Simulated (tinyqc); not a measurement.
# A finite superlattice with mass mismatch, transfer matrices: lowest miniband against Lw

One electron of energy E comes from the left lead (band edge 0); no transverse momentum. Parabolic bands, masses in units of m0, C = hbar^2/(2 m0); psi and psi'/m are continuous at every interface. N periods of a barrier d1 followed by a well Lw; the right lead equals the left one.

For the pair (psi, psi'/m) a flat layer has M = [[cos kd, (m/k) sin kd], [-(k/m) sin kd, cos kd]] with k = sqrt(m (E - U)/C) above its edge U, and M = [[cosh Kd, (m/K) sinh Kd], [(K/m) sinh Kd, cosh Kd]] with K = sqrt(m (U - E)/C) below it. With x(E) = (M11 + M22)/2 of one period, the lowest miniband of the infinite superlattice runs from x = 1 to x = -1, and the mass at its bottom is -2 C (dx/dE)/(d1 + Lw)^2.

Parameters, values chosen for the exercise; masses and offsets of a made-up heterostructure:
```
symbol  value  unit                meaning
mL      0.033    m0  mass in the left lead
U1        1.5    eV         barrier height
m1      0.085    m0           barrier mass
d1        0.7    nm          barrier width
```

Constants: q = 1.602176634e-19 C, hbar = 1.054571817e-34 J s, m0 = 9.1093837015e-31 kg, hbar^2/(2 m0) = 0.0380998212 eV nm^2. Results are converted to the units shown.

Result of one run:
```
Lw (nm)	bottom (eV)	top (eV)	width (meV)	mass at the bottom (m0)
1.6	0.4037	1.243	839.5	0.05452
```

What becomes of these results when the well width (edge 0, mass mL) Lw is changed from 1.6 to 6.4 nm, all else the same?

Result of the changed run:
```
Lw (nm)	bottom (eV)	top (eV)	width (meV)	mass at the bottom (m0)
6.4	0.09560	0.1797	84.15	0.05127
```

The whole series:
```
Lw (nm)	bottom (eV)	top (eV)	width (meV)	mass at the bottom (m0)
1.6	0.4037	1.243	839.5	0.05452
2.3	0.2935	0.7987	505.2	0.05211
3	0.2264	0.5609	334.5	0.05092
3.7	0.1816	0.4171	235.4	0.05040
4.3	0.1538	0.3342	180.5	0.05028
5	0.1292	0.2657	136.5	0.05042
5.7	0.1104	0.2164	106.0	0.05077
6.4	0.09560	0.1797	84.15	0.05127
```

The width falls from 840 to 84.1 meV, the bottom falls from 0.404 to 0.0956 eV, and the mass at the bottom goes from 0.0545 through a minimum of 0.0503 (at Lw = 4.3 nm among the rows listed) to 0.0513 m0 (well mass 0.033). In every row a layer is thinner than 0.8 nm, a few atomic planes, where an effective mass is a rough description.

Range of the model: Masses are held fixed, although real bands cease to be parabolic a few tenths of an eV from their edges (inside a barrier too).

Computed by the program tinyqc: `OMP_NUM_THREADS=1 python tinyqc.py 2560033 2560034 out.jsonl`, one thread of a shared Intel Xeon 2.30GHz, about 0.01 s for the whole run.
